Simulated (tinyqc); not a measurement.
Single-oscillator infrared dielectric function of a polar cubic crystal: one step, computed by the program tinyqc.

One ion pair, charges +Z* and -Z*, in a cell of volume Omega = a^3/4. Frequencies omega are given as wavenumbers (1/cm); eps_s is the static dielectric constant.

Question. LO frequency and static constant from the Born charge. mu = M_A M_B/(M_A + M_B); ionic plasma term W^2 = 4 pi Z*^2 (e^2/(4 pi eps_0))/(Omega mu) in eV/(angstrom^2 u), turned into 1/cm by W = 15.6333042 x 33.35640952 x sqrt(W^2); omega_LO^2 = omega_TO^2 + W^2/eps_inf; eps_s = eps_inf + W^2/omega_TO^2; Szigeti charge 3 Z*/(eps_inf + 2); longitudinal (Callen) charge Z*/eps_inf.

Inputs (values chosen for the exercise, modelled on cubic gallium nitride):

| quantity | value | unit |
|---|---|---|
| lattice constant a | 4.52 | angstrom |
| mass M_A | 69.72 | u |
| mass M_B | 14.007 | u |
| omega_TO | 543 | 1/cm |
| Born charge Z* | 2.71 | e |
| eps_inf | 5.15 | - |

Structure: zinc blende. Free carriers: present.

Constants: nu for 1 eV/(angstrom^2 u) = 15.6333042 THz; 1 THz = 33.35640952 1/cm; e^2/(4 pi eps_0) = 14.39964548 eV angstrom.

Give: reduced mass mu; W; omega_LO; eps_s; Szigeti charge; Callen charge.

Answer.

reduced mass mu = 11.66 u

W = 1158 1/cm

omega_LO = 745.3 1/cm

eps_s = 9.702

Szigeti charge = 1.137 e

Callen charge = 0.5262 e

omega_LO/omega_TO = 1.373; the ions supply 47 % of eps_s.
